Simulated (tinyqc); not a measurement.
# Vertical double-diffused power MOSFET, components of the on-resistance: On-resistance against the doping of the gap over the drift doping

Stripe cells of pitch Wp + a, two channels a cell. Current flows through the channels, spreads in the accumulation layer, passes the gap between the p bodies and spreads at 45 degrees into the drift layer below them. Low drain voltage, full ionisation.

Triangular field at breakdown with Ec = Kc N^(1/8): BV = eps0 eps_r Ec^2/(2 q N), so N = (eps0 eps_r Kc^2/(2 q BV))^(4/3); W = 2 BV/Ec; mu = mud (T/300 K)^(-bt); rho = 1/(q mu N); ideal resistance rho W. Pitch p = Wp + a, Cox = 3.9 eps0/tox; zero-bias depletion in the gap w0 = sqrt(2 eps0 eps_r Vbi/(q N Nj)), open gap g = a - 2 w0; R_ch = Lc p/(2 mch Cox Vov); R_acc = 0.6 a p/(4 mac Cox Vov), 0.6 being an empirical factor for current leaving the layer along its length; R_gap = (rho/Nj) xp p/g; spreading depth t = min(W, (p - g)/2); R_drift = (rho p/2) ln((g + 2 t)/g) + rho (W - t); R_on = the sum with Rs.

Inputs (values chosen for the exercise); bulk values close to those of 4H silicon carbide:
- T = 450 K (temperature)
- eps_r = 9.7 (relative permittivity)
- Kc = 23800 V/cm per (cm^-3)^(1/8) (critical-field constant)
- BV = 900 V (rated breakdown voltage of the drift layer)
- mud = 786 cm^2/(V s) (drift mobility at 300 K)
- bt = 2.3 (temperature exponent of the drift mobility)
- tox = 39 nm (gate oxide thickness (eps_r 3.9))
- Vov = 11 V (gate overdrive)
- mch = 33 cm^2/(V s) (channel mobility)
- mac = 150 cm^2/(V s) (accumulation-layer mobility)
- Lc = 1.2 um (channel length)
- Wp = 6.2 um (width of the p body in one cell, channels included)
- a = 2.1 um (gap between neighbouring p bodies)
- xp = 0.8 um (depth of the p body)
- Vbi = 2.79 V (built-in voltage of the body junction)
- Rs = 0.077 mohm cm^2 (substrate and contact resistance)

Constants: q = 1.602176634e-19 C, eps0 = 8.8541878128e-14 F/cm where lengths are in cm. Results are converted to the units shown.

The same in every row: R_ch (mohm cm^2) = 1.5494; R_acc (mohm cm^2) = 0.17896; ideal (mohm cm^2) = 0.69652.

Results:

| Nj | R_gap (mohm cm^2) | R_drift (mohm cm^2) | R_on (mohm cm^2) | largest term |
|---|---|---|---|---|
| 1 | 0.50237 | 1.1104 | 3.4182 | channel |
| 1.5 | 0.30264 | 1.0753 | 3.1833 | channel |
| 2 | 0.21465 | 1.0562 | 3.0763 | channel |
| 3 | 0.13443 | 1.0352 | 2.9750 | channel |
| 5 | 0.076043 | 1.0157 | 2.8971 | channel |
| 12 | 0.029619 | 0.99370 | 2.8287 | channel |

Estimate the missing row, Nj = 8.

Computed row:

| Nj | R_gap (mohm cm^2) | R_drift (mohm cm^2) | R_on (mohm cm^2) | largest term |
|---|---|---|---|---|
| 8 | 0.045646 | 1.0025 | 2.8535 | channel |

With this row back in the table: R_on falls from 3.42 to 2.83 mohm cm^2. The channel term is the largest at Nj = 1 and in all other rows. R_on is 4.91 times the ideal drift resistance in the first row and 4.06 times in the last.

tinyqc, about 0.01 s, one thread, Intel Xeon 2.30GHz (shared host): `OMP_NUM_THREADS=1 python tinyqc.py 2230139 2230140 out.jsonl`
